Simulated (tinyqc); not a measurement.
Scattering rates of a carrier in a spherical band by Fermi's golden rule. Changing the density-of-states mass of one valley m. Computed by tinyqc, a small Python program. Command: `OMP_NUM_THREADS=1 python tinyqc.py 3026013 3026014 out.jsonl scatter sweep`. One thread of a shared host (Intel(R) Xeon(R) Processor @ 2.30GHz), about 0.01 s of CPU time with the checks.

All processes here are isotropic or elastic, and the rate listed is the momentum relaxation rate.

Inputs (values chosen for the exercise, modelled on holes in silicon): static permittivity eps_s = 11.7; density rho = 2329 kg/m^3; sound velocity v_l = 8880 m/s; acoustic deformation potential D_A = 5.6 eV; phonon energy hbar w = 63 meV; optical or intervalley deformation potential D_o = 9.5 1e8 eV/cm; final valleys Z_f = 1; ionised impurity density N_I = 2.2e+17 1/cm^3; temperature T = 300 K; carrier energy E = 230 meV; neutral impurity density N_n = 3.5e+16 1/cm^3.

Crystal: non-polar. Band: parabolic. Impurity formula: Brooks-Herring. Further scattering: neutral impurities.

Constants: k_B = 8.617333262e-05 eV/K; eps_0 = 8.8541878128e-12 F/m; k_B = 1.380649e-23 J/K; e = 1.602176634e-19 C; hbar = 1.054571817e-34 J s; m_0 = 9.1093837015e-31 kg; hbar = 6.582119569e-16 eV s.

Method:
- Phonon occupation N_q = 1/(exp(hbar w/(k_B T)) - 1).
- Debye screening by free carriers of density N_I: L_s = sqrt(eps_s eps_0 k_B T/(e^2 N_I)).
- Parabolic band: E = hbar^2 k^2/(2 m), speed v = hbar k/m, states per spin, volume and energy g(E) = m k/(2 pi^2 hbar^2). Masses are multiplied by m_0 and all formulas are in SI units.
- Acoustic deformation potential (elastic, equipartition, absorption and emission together): 1/tau = 2 pi k_B T D_A^2 g(E)/(hbar rho v_l^2).
- Singly charged impurities, momentum relaxation: 1/tau = N_I e^4 m (1 + 2 alpha E) Phi/(8 pi (eps_s eps_0)^2 hbar^3 k^3), with alpha = 0 for a parabolic band.
- Brooks-Herring: Phi = ln(1 + b) - b/(1 + b), b = 4 k^2 L_s^2.
- Optical or intervalley deformation potential: 1/tau = (pi Z_f D_o^2/(rho w)) [N_q g(E + hbar w) + (N_q + 1) g(E - hbar w)], with g = 0 below the band edge.
- Neutral impurities (Erginsoy): 1/tau = 20 N_n a_B hbar/m, a_B = 4 pi eps_s eps_0 hbar^2/(m e^2).
- Rates add: 1/tau_m is the sum, and the mean free path is v tau_m.

One run for each value; columns: (1) density-of-states mass of one valley m (m_0); (2) acoustic rate (1/s); (3) ionised-impurity rate (1/s); (4) momentum relaxation time tau_m (fs); (5) mean free path (nm):
```
(1)         (2)        (3)    (4)    (5)
0.16  7.058e+11  3.299e+11  191.7  136.3
0.22  1.138e+12  3.004e+11  165.2  100.2
0.31  1.904e+12  2.703e+11  115.2   58.8
0.42  3.002e+12  2.454e+11   77.1   33.8
0.57  4.746e+12  2.220e+11   49.9   18.8
0.78  7.597e+12  1.997e+11   31.5   10.1
1.10  1.272e+13  1.774e+11   18.9    5.1
1.50  2.026e+13  1.590e+11   11.9    2.8
```

Describe and explain the trends.

Over the rows, acoustic rate (1/s) rises from 7.06e11 to 2.03e13 (exponent d ln y / d ln x about 1.5 throughout); ionised-impurity rate (1/s) falls from 3.30e11 to 1.59e11 (exponent d ln y / d ln x -0.29 between the first rows and -0.35 between the last); momentum relaxation time tau_m (fs) falls from 192 to 11.9 (exponent d ln y / d ln x -0.47 between the first rows and -1.5 between the last). The exponent of acoustic rate stays at 1.5: g(E) scales as m^(3/2).

Caution (all rows): Erginsoy's formula holds for k a_B below about 0.5 and for dopants that stay neutral, which means low temperature; elsewhere it is only a rough constant rate. Caution (rows 0.420, 0.570, 0.780, 1.10, 1.50): the largest acoustic phonon energy 2 hbar v_l k is not small against k_B T, so equipartition is a rough assumption.

Extremes, crossings and ranges named in words are read from the listed rows.
